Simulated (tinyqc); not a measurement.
RKS/LDA (VWN5) in the sto-3g basis, for H4, spin multiplicity 1, step by step. Computed by tinyqc, a small Python program that keeps every step (integrals from PySCF). Settings: charge = 0, multiplicity = 1, basis = sto-3g, energy threshold = 1e-10, iteration cap = 63, orthogonalisation = symmetric, start = Wolfsberg-Helmholz matrix, DIIS depth = 3, DIIS from iteration = 3, method = RKS, functional = lda,vwn, grid = [15, 14]. Command: `OMP_NUM_THREADS=1 python tinyqc.py 29205 29206 out.jsonl` (the two numbers bound the seeds that draw the settings). One thread of a shared host (Intel(R) Xeon(R) Processor @ 2.60GHz), about 0.3 s of CPU time with the checks. Later iterations appear only in the table of the cycle.

## One-electron integrals

Geometry (angstrom):
```
atom       x       y       z
H     0.0000  0.0000  0.0000
H     0.0000  0.0000  1.3510
H     0.0000  1.9890  0.0000
H     0.0000  1.9890  1.3510
```

Basis sto-3g: exponents (1/bohr^2) and contraction coefficients of normalised primitives:
```
element  l (shell)  exponent  coefficient
H            s (1)    3.4253       0.1543
H            s (1)    0.6239       0.5353
H            s (1)    0.1689       0.4446
```

Overlap, kinetic and nuclear-attraction integrals over the contracted functions; the nuclear repulsion is the sum of Za Zb / Rab.

nuclear repulsion = 1.755657 hartree

overlap S:
```
        1H 1s   2H 1s   3H 1s   4H 1s
1H 1s  1.0000  0.3164  0.1214  0.0591
2H 1s  0.3164  1.0000  0.0591  0.1214
3H 1s  0.1214  0.0591  1.0000  0.3164
4H 1s  0.0591  0.1214  0.3164  1.0000
```

kinetic energy T (hartree):
```
         1H 1s    2H 1s    3H 1s    4H 1s
1H 1s   0.7600   0.0260  -0.0100  -0.0111
2H 1s   0.0260   0.7600  -0.0111  -0.0100
3H 1s  -0.0100  -0.0111   0.7600   0.0260
4H 1s  -0.0111  -0.0100   0.0260   0.7600
```

nuclear attraction V (hartree):
```
         1H 1s    2H 1s    3H 1s    4H 1s
1H 1s  -2.1014  -0.5926  -0.2096  -0.1045
2H 1s  -0.5926  -2.1014  -0.1045  -0.2096
3H 1s  -0.2096  -0.1045  -2.1014  -0.5926
4H 1s  -0.1045  -0.2096  -0.5926  -2.1014
```

core Hamiltonian H = T + V (hartree):
```
         1H 1s    2H 1s    3H 1s    4H 1s
1H 1s  -1.3413  -0.5665  -0.2195  -0.1157
2H 1s  -0.5665  -1.3413  -0.1157  -0.2195
3H 1s  -0.2195  -0.1157  -1.3413  -0.5665
4H 1s  -0.1157  -0.2195  -0.5665  -1.3413
```

## Two-electron integrals

Functions are numbered as in S; the eight-fold symmetry (ij|kl) = (ji|kl) = (kl|ij) leaves the list below.

Two-electron integrals (ij|kl) in chemists' order, unique and non-zero (hartree):
```
(11|11) 0.7746   (21|11) 0.1771   (21|21) 0.0588   (22|11) 0.3790
(22|21) 0.1771   (22|22) 0.7746   (31|11) 0.0570   (31|21) 0.0151
(31|22) 0.0374   (31|31) 0.0076   (32|11) 0.0228   (32|21) 0.0079
(32|22) 0.0249   (32|31) 0.0032   (32|32) 0.0017   (33|11) 0.2651
(33|21) 0.0789   (33|22) 0.2199   (33|31) 0.0570   (33|32) 0.0249
(33|33) 0.7746   (41|11) 0.0249   (41|21) 0.0079   (41|22) 0.0228
(41|31) 0.0032   (41|32) 0.0017   (41|33) 0.0228   (41|41) 0.0017
(42|11) 0.0374   (42|21) 0.0151   (42|22) 0.0570   (42|31) 0.0050
(42|32) 0.0032   (42|33) 0.0374   (42|41) 0.0032   (42|42) 0.0076
(43|11) 0.0789   (43|21) 0.0259   (43|22) 0.0789   (43|31) 0.0151
(43|32) 0.0079   (43|33) 0.1771   (43|41) 0.0079   (43|42) 0.0151
(43|43) 0.0588   (44|11) 0.2199   (44|21) 0.0789   (44|22) 0.2651
(44|31) 0.0374   (44|32) 0.0228   (44|33) 0.3790   (44|41) 0.0249
(44|42) 0.0570   (44|43) 0.1771   (44|44) 0.7746
```

## Orthogonalisation

S = U s U^T; symmetric (Loewdin) form X = U s^(-1/2) U^T, so that X^T S X = 1.

eigenvalues of S: 0.6213  0.7459  1.1359  1.4969

X:
```
         1H 1s    2H 1s    3H 1s    4H 1s
1H 1s   1.0455  -0.1677  -0.0579  -0.0025
2H 1s  -0.1677   1.0455  -0.0025  -0.0579
3H 1s  -0.0579  -0.0025   1.0455  -0.1677
4H 1s  -0.0025  -0.0579  -0.1677   1.0455
```

## Starting guess

The start is the generalised Wolfsberg-Helmholz matrix (K = 1.75) built on H; D = 2 C_occ C_occ^T.

D at the start:
```
         1H 1s    2H 1s    3H 1s    4H 1s
1H 1s   0.7742   0.7742  -0.1062  -0.1062
2H 1s   0.7742   0.7742  -0.1062  -0.1062
3H 1s  -0.1062  -0.1062   0.7742   0.7742
4H 1s  -0.1062  -0.1062   0.7742   0.7742
```

## Iteration 1: exchange-correlation on the grid

Becke grid with 15 radial and 14 angular points per atom, points of zero weight dropped. rho = sum D_ij phi_i phi_j; V_xc,ij = sum w v_xc phi_i phi_j; v_xc is d(rho eps)/d rho.

The 12 grid points with the largest w rho, of 816 (bohr, atomic units):
```
x              y       z       w     rho   eps_xc     v_xc
0.0000    3.7587  1.1690  0.3081  0.0810  -0.3714  -0.4853
0.0000    3.7587  1.3840  0.3081  0.0810  -0.3714  -0.4853
0.0000    0.0000  1.1690  0.3081  0.0810  -0.3714  -0.4853
0.0000    0.0000  1.3840  0.3081  0.0810  -0.3714  -0.4853
0.6749    4.4336  0.6749  0.5120  0.0441  -0.3085  -0.4025
-0.6749   4.4336  0.6749  0.5120  0.0441  -0.3085  -0.4025
-0.6749  -0.6749  0.6749  0.5120  0.0441  -0.3085  -0.4025
-0.6749   4.4336  1.8781  0.5120  0.0441  -0.3085  -0.4025
0.6749   -0.6749  0.6749  0.5120  0.0441  -0.3085  -0.4025
0.6749    4.4336  1.8781  0.5120  0.0441  -0.3085  -0.4025
0.6749   -0.6749  1.8781  0.5120  0.0441  -0.3085  -0.4025
-0.6749  -0.6749  1.8781  0.5120  0.0441  -0.3085  -0.4025
```

electrons on the grid, sum of w rho = 3.9984

E_xc = sum of w rho eps_xc = -1.242324 hartree

V_xc (hartree):
```
         1H 1s    2H 1s    3H 1s    4H 1s
1H 1s  -0.4128  -0.1189  -0.0382  -0.0194
2H 1s  -0.1189  -0.4128  -0.0194  -0.0382
3H 1s  -0.0382  -0.0194  -0.4128  -0.1189
4H 1s  -0.0194  -0.0382  -0.1189  -0.4128
```

## Iteration 1: building the Kohn-Sham matrix

J_ij = sum D_kl (ij|kl); F = H + J + V_xc; E = tr D H + tr D J / 2 + E_xc + E_nn.

Coulomb J (hartree):
```
        1H 1s   2H 1s   3H 1s   4H 1s
1H 1s  1.6349  0.5177  0.1891  0.0962
2H 1s  0.5177  1.6349  0.0962  0.1891
3H 1s  0.1891  0.0962  1.6349  0.5177
4H 1s  0.0962  0.1891  0.5177  1.6349
```

Kohn-Sham matrix F (hartree):
```
         1H 1s    2H 1s    3H 1s    4H 1s
1H 1s  -0.1192  -0.1677  -0.0687  -0.0389
2H 1s  -0.1677  -0.1192  -0.0389  -0.0687
3H 1s  -0.0687  -0.0389  -0.1192  -0.1677
4H 1s  -0.0389  -0.0687  -0.1677  -0.1192
```

total energy of this density = -1.980083 hartree

## Iteration 1: diagonalisation and new density

Diagonalise F' = X^T F X, C = X C', fill 2 alpha and 2 beta electrons from the bottom; D = 2 C_occ C_occ^T. Each column has its largest component positive (the first on a tie).

F' = X^T F X (hartree):
```
         1        2        3        4
1  -0.0676  -0.1432  -0.0517  -0.0012
2  -0.1432  -0.0676  -0.0012  -0.0517
3  -0.0517  -0.0012  -0.0676  -0.1432
4  -0.0012  -0.0517  -0.1432  -0.0676
```

orbital energies (hartree): MO1 -0.2635, MO2 -0.1579, MO3 0.0251, MO4 0.1261

coefficients C:
```
          MO1      MO2      MO3      MO4
1H 1s  0.4087   0.4691   0.5789   0.6343
2H 1s  0.4087   0.4691  -0.5789  -0.6343
3H 1s  0.4087  -0.4691   0.5789  -0.6343
4H 1s  0.4087  -0.4691  -0.5789   0.6343
```

D after iteration 1:
```
         1H 1s    2H 1s    3H 1s    4H 1s
1H 1s   0.7742   0.7742  -0.1062  -0.1062
2H 1s   0.7742   0.7742  -0.1062  -0.1062
3H 1s  -0.1062  -0.1062   0.7742   0.7742
4H 1s  -0.1062  -0.1062   0.7742   0.7742
```

## Iteration 2: exchange-correlation on the grid

As before.

The 12 grid points with the largest w rho, of 816 (bohr, atomic units):
```
x              y       z       w     rho   eps_xc     v_xc
0.0000    3.7587  1.1690  0.3081  0.0810  -0.3714  -0.4853
0.0000    3.7587  1.3840  0.3081  0.0810  -0.3714  -0.4853
0.0000    0.0000  1.3840  0.3081  0.0810  -0.3714  -0.4853
0.0000    0.0000  1.1690  0.3081  0.0810  -0.3714  -0.4853
0.6749    4.4336  0.6749  0.5120  0.0441  -0.3085  -0.4025
-0.6749   4.4336  0.6749  0.5120  0.0441  -0.3085  -0.4025
-0.6749  -0.6749  1.8781  0.5120  0.0441  -0.3085  -0.4025
0.6749   -0.6749  1.8781  0.5120  0.0441  -0.3085  -0.4025
-0.6749   4.4336  1.8781  0.5120  0.0441  -0.3085  -0.4025
0.6749    4.4336  1.8781  0.5120  0.0441  -0.3085  -0.4025
0.6749   -0.6749  0.6749  0.5120  0.0441  -0.3085  -0.4025
-0.6749  -0.6749  0.6749  0.5120  0.0441  -0.3085  -0.4025
```

electrons on the grid, sum of w rho = 3.9984

E_xc = sum of w rho eps_xc = -1.242324 hartree

V_xc (hartree):
```
         1H 1s    2H 1s    3H 1s    4H 1s
1H 1s  -0.4128  -0.1189  -0.0382  -0.0194
2H 1s  -0.1189  -0.4128  -0.0194  -0.0382
3H 1s  -0.0382  -0.0194  -0.4128  -0.1189
4H 1s  -0.0194  -0.0382  -0.1189  -0.4128
```

## Iteration 2: building the Kohn-Sham matrix

As before.

Coulomb J (hartree):
```
        1H 1s   2H 1s   3H 1s   4H 1s
1H 1s  1.6349  0.5177  0.1891  0.0962
2H 1s  0.5177  1.6349  0.0962  0.1891
3H 1s  0.1891  0.0962  1.6349  0.5177
4H 1s  0.0962  0.1891  0.5177  1.6349
```

Kohn-Sham matrix F (hartree):
```
         1H 1s    2H 1s    3H 1s    4H 1s
1H 1s  -0.1192  -0.1677  -0.0687  -0.0389
2H 1s  -0.1677  -0.1192  -0.0389  -0.0687
3H 1s  -0.0687  -0.0389  -0.1192  -0.1677
4H 1s  -0.0389  -0.0687  -0.1677  -0.1192
```

total energy of this density = -1.980083 hartree

## Iteration 2 (converged): orbitals

As before.

F' = X^T F X (hartree):
```
         1        2        3        4
1  -0.0676  -0.1432  -0.0517  -0.0012
2  -0.1432  -0.0676  -0.0012  -0.0517
3  -0.0517  -0.0012  -0.0676  -0.1432
4  -0.0012  -0.0517  -0.1432  -0.0676
```

orbital energies (hartree): MO1 -0.2635, MO2 -0.1579, MO3 0.0251, MO4 0.1261

coefficients C:
```
          MO1      MO2      MO3      MO4
1H 1s  0.4087   0.4691   0.5789   0.6343
2H 1s  0.4087   0.4691  -0.5789  -0.6343
3H 1s  0.4087  -0.4691   0.5789  -0.6343
4H 1s  0.4087  -0.4691  -0.5789   0.6343
```

D after iteration 2:
```
         1H 1s    2H 1s    3H 1s    4H 1s
1H 1s   0.7742   0.7742  -0.1062  -0.1062
2H 1s   0.7742   0.7742  -0.1062  -0.1062
3H 1s  -0.1062  -0.1062   0.7742   0.7742
4H 1s  -0.1062  -0.1062   0.7742   0.7742
```

## Convergence

Stop when the energy changes by less than 1e-10 hartree and every element of the error matrix X^T (F D S - S D F) X is below 3e-06.

Course of the cycle:
```
iteration  E (hartree)     change  largest element of the error matrix
1            -1.980083          -                             1.48e-15
2            -1.980083  -6.66e-16                             3.18e-15
```

PySCF RKS in the same basis, fine grid = -1.983806 hartree

Converged in 2 iterations. The coarse grid moves the energy by +3.72e-03 hartree.

## Populations, bond orders and dipole

Mulliken: Z minus the diagonal of D S on the atom; Loewdin: the same with S^(1/2) D S^(1/2); Mayer order: 2 sum_s sum (D(s) S)_ij (D(s) S)_ji over the two atoms.

Charges (e):
```
atom  Mulliken  Loewdin
1H           0        0
2H           0        0
3H           0        0
4H      0.0000        0
```

Mayer bond orders:
```
pair   order
2-1   1.0000
3-1        0
3-2        0
4-1        0
4-2        0
4-3   1.0000
```

dipole moment about the origin, x y z (debye): 0.0000  0.0000  0.0000
